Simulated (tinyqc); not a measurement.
Power law or saturation: oxide trap near a transistor channel: two-state multiphonon kinetics, telegraph noise and bias instability. Computed by tinyqc, a small Python program. Command: `OMP_NUM_THREADS=1 python tinyqc.py 3006678 3006679 out.jsonl oxidetrap walk`. One thread of a shared host (Intel(R) Xeon(R) Processor @ 2.30GHz), about 0.01 s of CPU time with the checks.

An n-channel device under positive gate bias. The trap is empty (state 1) or holds an electron (state 2); both states are parabolas of equal curvature, and the electron reservoir is taken at the Fermi level of the channel.

Inputs (values chosen for the exercise, with an insulator like HfO2 on silicon): attempt rate k_0 at the interface = 2e+11 1/s; temperature T = 450 K; mean capture barrier mu_c = 1.3 eV; spread of the barriers s_c = 0.31 eV; saturation shift dV_max = 53 mV.

Parts treated: one trap and an ensemble.

Constants: k_B = 8.617333262e-05 eV/K.

Method. For a normal spread of capture barriers (given for the stress field, with depth and field not resolved, k_0 being taken as the effective rate of the ensemble), traps with barrier below k_B T ln(k_0 t) are filled: dV(t) = (dV_max/2) erfc((mu_c - k_B T ln(k_0 t))/(sqrt(2) s_c)); local exponent n = d ln dV/d ln t (central difference, factor 1.01 in t). The extrapolation continues the power law fitted through 10 s and 1000 s.

Against stress time:
```
t (s)     shift (mV)  local exponent  power law (mV)  shift at T + 50 K (mV)
1.00e-03       1.893         0.27515            4.10                   3.294
1.00e-01       5.830         0.21383            7.48                   9.799
1.00e+01      13.658         0.15673           13.66                  21.129
1.00e+03      24.928         0.10581           24.93                  34.410
1.00e+05      36.678         0.06358           45.50                  44.887
1.00e+07      45.549         0.03249           83.04                  50.450
3.00e+08      49.481         0.01727          129.51                  52.134
```

What follows from these numbers?

The exponent falls from 0.275 to 0.017 as the front climbs the distribution, so the power law overstates the shift at 3e8 s (about ten years) by a factor 2.62. Heating by 50 K raises the shift at 1000 s by a factor 1.38: time and temperature enter only through T ln(k_0 t).
